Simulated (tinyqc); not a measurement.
CMOS latch-up, two-transistor model: one step of the calculation.

A parasitic pnp (emitter at Vdd, base shunted by Rw) and npn (emitter at ground, base shunted by Rs) feed each other: the npn collector current flows out of the pnp base node, the pnp collector current into the npn base node. Forward-active transistors with constant gains: Icn = Isn exp(Vn/Vt), Icp = Isp (exp(Vp/Vt) - 1). A current Ii is injected into the npn base node.

Task. Holding current and voltage. On state with both base-emitter voltages at Von: npn base current Ib = (Von/Rs + bp Von/Rw)/(bn bp - 1), holding current Ih = (bn + 1) Ib + Von/Rs, holding voltage Vh = Vsat + Von + R2 (Ib + Von/Rs).

Inputs (values chosen for the exercise); values close to those of bulk CMOS: current gain of the npn bn = 13.8; current gain of the pnp bp = 3.7; substrate resistance shunting the npn Rs = 980 ohm; well resistance shunting the pnp Rw = 490 ohm; resistance from the pnp collector to the npn base R2 = 92 ohm; base-emitter voltage in the on state Von = 0.8 V; saturation voltage Vsat = 0.07 V; supply voltage Vdd = 2.5 V.

Find: bn bp; Ib; Ih; Vh.

Result.

bn bp = 51.060
Ib = 0.13698 mA
Ih = 2.8436 mA
Vh = 0.95770 V

Vh is below Vdd = 2.5 V, so the supply can sustain a latched state.

tinyqc, about 0.06 s, one thread, Intel Xeon 2.30GHz (shared host): `OMP_NUM_THREADS=1 python tinyqc.py 2670113 2670114 out.jsonl`
